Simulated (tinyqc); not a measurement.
Comparisons within one model: nanosheet or nanowire with hard walls, valleys of the Ge type. A value that a table varies takes the place of the one given here.

Four ellipsoidal valleys along <111>: inverse mass tensor w = 1/mt + (1/ml - 1/mt) a a^T with a the unit axis. Device axes: x along the channel, z = [001], y = z x x. The Gamma and Delta valleys are left out; the heavy Delta valleys, about 0.18 eV up, lie lowest once the L levels pass about 0.2 eV.

Hard walls around a W x H rectangle. The block w_c of w in (y, z) confines; the transport mass follows from 1/m_x = w_xx - w_xc w_c^-1 w_cx. The cross-section problem c (w_yy ky^2 + 2 w_yz ky kz + w_zz kz^2), c = hbar^2/2m0, is solved in products sin(n pi y/W) sin(l pi z/H), n, l = 1 to 12; if w_yz = 0 the levels are c pi^2 (w_yy n^2/W^2 + w_zz l^2/H^2). The w_yz term couples (n, l) to (n', l') by -2 c w_yz D_nn'(W) D_ll'(H) with D_nm(L) = 4 n m/(L (n^2 - m^2)) for n + m odd and 0 otherwise.

Without degeneracy the line density is N1 exp((EF - Ec)/kB T) with N1 = sum 2 g sqrt(m_x kB T/(4 pi c)) exp(-E/kB T), here over n, l up to 80 where w_yz = 0 and over all levels of a 12 x 12 sine basis otherwise; the classical value is W H Nc with Nc = 2 g_all (m_dos kB T/(4 pi c))^(3/2), m_dos = (ml mt^2)^(1/3); dVt = kB T ln(W H Nc/N1).

Constants: hbar^2/2m0 = 3.80998211 eV angstrom^2; kB = 8.617333262e-05 eV/K.

Values chosen for the exercise (near those of Ge; not measured data):

| symbol | value | unit | meaning |
|---|---|---|---|
| ml | 1.565 | m0 | longitudinal mass |
| mt | 0.083 | m0 | transverse mass |
| T | 300 | K | temperature |
| g_all | 4 |  | number of valleys |
| channel | 100 |  | transport direction x on a (001) wafer |
| H | 74 | angstrom | height, along z = [001] |
| Ws | (25, 35, 45, 60, 80, 100, 130) | angstrom | widths |
| W | 75 | angstrom | width, along y |

## From wire to sheet

Valleys:

| group | valleys g | w_yy | w_zz | \|w_yz\| | m_x (m0) |
|---|---|---|---|---|---|
| A | 4 | 8.24512 | 8.24512 | 3.80307 | 0.57700 |

Lowest level of each group (groups ordered by w_zz, then w_yy) and dVt against the width.

Results:

| W (angstrom) | A1 (eV) | dVt (mV) |
|---|---|---|
| 25 | 0.5432 | 491.6 |
| 35 | 0.3012 | 258.4 |
| 45 | 0.2022 | 165.8 |
| 60 | 0.1366 | 107.6 |
| 80 | 0.1003 | 78.6 |
| 100 | 0.0840 | 67.1 |
| 130 | 0.0724 | 59.4 |

dVt falls from 492 to 59 mV. All valleys stay equivalent. At the widest W the lowest level is 0.0724 eV; the film limit c pi^2 w_zz/H^2 of that group is 0.0566 eV.

## Channel direction

The same rectangle along [100] and [110]; groups ordered by w_zz, then w_yy.

Lowest level of each group:

| channel, group | valleys g | w_yy | w_zz | \|w_yz\| | m_x (m0) | E (eV) |
|---|---|---|---|---|---|---|
| [100] A | 4 | 8.245 | 8.245 | 3.803 | 0.577 | 0.1067 |
| [110] A | 2 | 4.442 | 8.245 | 5.378 | 0.083 | 0.0691 |
| [110] B | 2 | 12.048 | 8.245 | 0.000 | 1.071 | 0.1372 |

The lowest subband has m_x = 0.577 m0 and 4 valleys along [100], and 0.083 m0 and 2 valleys along [110]; its edge lies at 0.1067 and 0.0691 eV. At equal energy above the edge the carriers of the [110] channel are faster by a factor 2.64.

## What each parameter does

E1 and E2 are the two lowest subband edges over all groups. Each row changes one parameter from the base and keeps the others.

Results:

| case | E1 (eV) | E2 - E1 (meV) | m_x of lowest (m0) | dVt (mV) |
|---|---|---|---|---|
| base | 0.1067 | 122.4 | 0.577 | 83.4 |
| W = 90 angstrom | 0.0908 | 94.1 | 0.577 | 71.7 |
| H = 68 angstrom | 0.1167 | 130.3 | 0.577 | 91.3 |
| T = 270 K | 0.1067 | 122.4 | 0.577 | 83.3 |
| ml = 1.722 m0 | 0.1064 | 121.7 | 0.629 | 83.2 |
| mt = 0.075 m0 | 0.1177 | 134.6 | 0.572 | 92.0 |

The largest shifts from the base row, up to three for each result and ties (the steps differ in size, so this ranks the rows, not the parameters). E1 (eV): W -0.0159, mt +0.0110, H +0.0100; unchanged at the printed digits by T. E2 - E1 (meV): W -28.3, mt +12.2, H +7.9; unchanged at the printed digits by T. m_x of lowest (m0): ml +0.052, mt -0.005; unchanged at the printed digits by W, H and T. dVt (mV): W -11.7, mt +8.6, H +7.9.

Run: tinyqc, `OMP_NUM_THREADS=1 python tinyqc.py 1280723 1280724 out.jsonl`; Intel(R) Xeon(R) Processor @ 2.30GHz, one thread, shared host; about 0.2 s of CPU time with all checks.
